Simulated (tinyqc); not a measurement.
Coupled-perturbed Hartree-Fock on RHF in the sto-3g basis, for H2, spin multiplicity 1, step by step. The polarisability along this axis is zero because the basis has no function that the field can mix in; the real value is not. One step of it, computed by the program tinyqc.

Problem. Iteration 1: diagonalisation and new density. Diagonalise F' = X^T F X, C = X C', fill 1 alpha and 1 beta electrons from the bottom; D = 2 C_occ C_occ^T. Each column has its largest component positive (the first on a tie).

Fock matrix F (hartree), order 1H 1s, 2H 1s:
```
[[-0.368341, -0.596258],
 [-0.596258, -0.368341]]
```

X, order 1H 1s, 2H 1s:
```
[[1.217145, 0.548410],
 [-1.217145, 0.548410]]
```

Give: F' = X^T F X; orbital energies; coefficients C; D after iteration 1.

Solution.

F' = X^T F X (hartree):
```
[[0.6753, 0.0000],
 [0.0000, -0.5802]]
```

orbital energies (hartree): [-0.5802, 0.6753]

coefficients C, order 1H 1s, 2H 1s:
```
[[0.5484, 1.2171],
 [0.5484, -1.2171]]
```

D after iteration 1, order 1H 1s, 2H 1s:
```
[[0.6015, 0.6015],
 [0.6015, 0.6015]]
```
